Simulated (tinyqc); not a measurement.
What each parameter does: linear model of a band gap against the share of exact exchange.

E(alpha) = E0 + S alpha. A wider gap screens less, modelled in the Penn form eps(alpha) = 1 + (e0 - 1)(EP/(EP + S alpha))^2 with a scale EP chosen for the exercise. A dielectric-dependent hybrid takes alpha = 1/eps.

Values chosen for the exercise (of the order of those of diamond; the results hold for these values, not for the real material): E0 = 4.22 eV (gap of the semi-local functional); S = 7.16 eV (slope dE/d(alpha)); e0 = 6.04 (optical dielectric constant at alpha = 0); EP = 27.7 eV (energy scale of the screening).

Fixed point alpha = 1/eps(alpha), gap and eps there.

Results for these values:

| case | alpha | E (eV) | eps |
|---|---|---|---|
| base | 0.1784 | 5.497 | 5.605 |

What happens to each result for e0 = 6.644, all else kept?

Answer: alpha falls from 0.1784 to 0.1613; E falls from 5.497 to 5.375; eps rises from 5.605 to 6.201.

The same for each parameter in turn:

| case | alpha | E (eV) | eps |
|---|---|---|---|
| base | 0.1784 | 5.497 | 5.605 |
| E0 = 3.798 eV | 0.1784 | 5.075 | 5.605 |
| S = 6.444 eV | 0.1770 | 5.361 | 5.649 |
| e0 = 6.644 | 0.1613 | 5.375 | 6.201 |
| EP = 30.47 eV | 0.1771 | 5.488 | 5.645 |

(tinyqc, `OMP_NUM_THREADS=1 python tinyqc.py 1881148 1881149 out.jsonl`, Intel(R) Xeon(R) Processor @ 2.30GHz, 1 thread, shared host, about 0.01 s.)
